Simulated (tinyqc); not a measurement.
Inside a calculation. Model: MOSFET with velocity saturation and source resistance.

Program tinyqc, `OMP_NUM_THREADS=1 python tinyqc.py 2500002 2500003 out.jsonl`; Intel Xeon 2.30GHz, shared host, one thread, about 0.01 s. Printed values are rounded.

Strong inversion, charge Q = Cox (Vg - m V) at channel potential V with Vg the gate overdrive, and drift velocity v = mu E/(1 + mu E/vsat). Integrating along the channel gives I = mu Cox (1/L)(Vg Vd - m Vd^2/2)/(1 + Vd/Vc) per width, Vc = vsat L/mu, which peaks at Vdsat. Units: I in uA/um, Rs in ohm um, so the drop over Rs is 1e-6 I Rs volts.

Parameters, values chosen for the exercise:
- Cox = 2.01 uF/cm^2 (gate capacitance)
- mu0 = 130 cm^2/(V s) (mobility at low gate voltage)
- th = 0 1/V (mobility degradation)
- vsat = 7.1e6 cm/s (saturation velocity)
- m = 1.16 (body factor)
- VT = 0.51 V (threshold)
- L = 2 um (channel length)
- Rs = 300 ohm um (source resistance)
- Vgs = 1.2 V (gate voltage)

## Saturation without source resistance

Vg = Vgs - VT (0 if negative), mu = mu0/(1 + th Vg), Vc = vsat L/mu, x = sqrt(1 + 2 Vg/(m Vc)), Vdsat = 2 Vg/(m (1 + x)), Isat = Cox vsat Vg (x - 1)/(x + 1) per width. Long-channel limit: mu Cox Vg^2/(2 m L); short-channel limit: Cox vsat Vg.

Vg = 0.69 V
mu = 130 cm^2/(V s)
Vc = 10.9231 V
Vdsat = 0.579458 V
Isat = 25.4437 uA/um
long-channel limit = 26.8114 uA/um
short-channel limit = 984.699 uA/um

Isat is 0.949 of the long-channel and 0.0258 of the short-channel limit.

## Iteration 1: saturation current with source resistance

I at the start = 0 uA/um

Vg = Vgs - I Rs - VT (0 if negative), mu = mu0/(1 + th Vg), Vc = vsat L/mu, x = sqrt(1 + 2 Vg/(m Vc)), Vdsat = 2 Vg/(m (1 + x)), Isat = Cox vsat Vg (x - 1)/(x + 1) per width. I(new) = Isat.

Vg = 0.69 V
mu = 130 cm^2/(V s)
Vc = 10.9231 V
Vdsat = 0.579458 V
Isat = 25.4437 uA/um
I after iteration 1 = 25.4437 uA/um

## Iteration 2: saturation current with source resistance

As before.

Vg = 0.682367 V
mu = 130 cm^2/(V s)
Vc = 10.9231 V
Vdsat = 0.573207 V
Isat = 24.8978 uA/um
I after iteration 2 = 24.8978 uA/um

## Course of the iteration: saturation current with source resistance

Stop when I changes by less than 1e-6 uA/um, or after 80 iterations.

Course of the iteration:
```
iteration,I (uA/um),|change| (uA/um)
1,25.4437,25.4
2,24.8978,0.546
3,24.9094,0.0117
4,24.9092,2.49e-4
5,24.9092,5.31e-6
6,24.9092,1.13e-7
```

Converged in 6 iterations. At the end each change is about 0.021 times the one before, with alternating sign: linear convergence. The resistance lowers Isat by 2.10 %.
